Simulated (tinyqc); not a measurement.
Charge pumping in an n-channel transistor: one step of the calculation.

The gate is pulsed from accumulation to inversion and back. Energies E are counted from the intrinsic level; Dit(E) = D0 [1 + b (2 E/Eg)^2]. During each edge the traps near the bands emit their carriers, and those between Eh and Ee recombine once a cycle.

Question. Emission levels. ni = sqrt(Nc Nv) exp(-Eg/(2 Vt)), Eg in volts; emission times te = (dV/Va) tf and th = (dV/Va) tr; Ee = -Vt ln(vth sn ni te), Eh = +Vt ln(vth sp ni th).

Inputs (values chosen for the exercise); band and dielectric values close to those of silicon: temperature T = 300 K; band gap Eg = 1.13 eV; conduction-band density of states at 300 K Nc = 2.79e19 cm^-3; valence-band density of states at 300 K Nv = 2.7e19 cm^-3; cross-section for electrons sn = 2.2e-15 cm^2; cross-section for holes sp = 2.4e-15 cm^2; thermal velocity at 300 K, one nominal value for electrons and holes vth = 1.3e7 cm/s; Vth - Vfb dV = 0.55 V; pulse height Va = 3.8 V; rise time tr = 1500 ns; fall time tf = 100 ns.

Constants: q = 1.602176634e-19 C, kB = 1.380649e-23 J/K, Vt = kB T/q. Results are converted to the units shown.

Wanted: ni; te; th; Ee; Eh.

Answer.

ni = 8.8492e9 cm^-3
te = 14.474 ns
th = 217.11 ns
Ee = 0.32359 eV
Eh = -0.25134 eV

The window covers 50.9 % of the gap.

Range of the model: The Fermi levels of inversion and accumulation are taken to lie beyond Ee and Eh, the flat tops to fill all traps, and no geometric current is added.

Numbers from tinyqc (`OMP_NUM_THREADS=1 python tinyqc.py 2030090 2030091 out.jsonl`; about 0.01 s on one thread of a shared Intel Xeon 2.30GHz).
